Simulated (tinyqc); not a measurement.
Regular and subregular solution with a miscibility gap: one step, computed by the program tinyqc. Command: `OMP_NUM_THREADS=1 python tinyqc.py 3007616 3007617 out.jsonl regsol walk`. One thread of a shared host (Intel(R) Xeon(R) Processor @ 2.30GHz), about 0.02 s of CPU time with the checks.

Per mole of mixing sites: G(x) = x (1 - x) [L0 + L1 (1 - 2x)] + R T [x ln x + (1 - x) ln(1 - x)], x the fraction of B.

Question. G, chemical potentials and activities. G' = L0 (1 - 2x) + L1 (1 - 6x + 6x^2) + R T ln[x/(1 - x)]; G'' = -2 L0 - 6 L1 (1 - 2x) + R T/[x (1 - x)]. mu_A = G - x G', mu_B = G + (1 - x) G', activity = exp(mu/(R T)).

Inputs (values chosen for the exercise, for a model alloy): asymmetry L1 = -0.33 kJ/mol; temperature T = 528 K.

L0 = 9.67 kJ/mol

Constants: R = 8.314462618 J/(mol K).

Give: G, G'' and activities at x = 0.02, 0.1, 0.2, 0.35, 0.5, 0.65, 0.8, 0.9, 0.98.

Answer.

G, G'' and activities at x = 0.02, 0.1, 0.2, 0.35, 0.5, 0.65, 0.8, 0.9, 0.98:

| x | G (kJ/mol) | G'' (kJ/mol) | activity of A | activity of B |
|---|---|---|---|---|
| 0.02 | -0.24707 | 206.54 | 0.98078 | 0.15521 |
| 0.10 | -0.58059 | 31.02 | 0.91825 | 0.57412 |
| 0.20 | -0.68126 | 9.29 | 0.86793 | 0.81113 |
| 0.35 | -0.66491 | 0.55 | 0.83888 | 0.89900 |
| 0.50 | -0.62544 | -1.78 | 0.85107 | 0.88367 |
| 0.65 | -0.61987 | -0.64 | 0.87645 | 0.86397 |
| 0.80 | -0.61790 | 6.91 | 0.82689 | 0.87948 |
| 0.90 | -0.53307 | 27.85 | 0.61764 | 0.92184 |
| 0.98 | -0.23465 | 202.74 | 0.17726 | 0.98095 |

G'' is negative at 2 of the nine compositions (0.5, 0.65), where the solution is unstable.
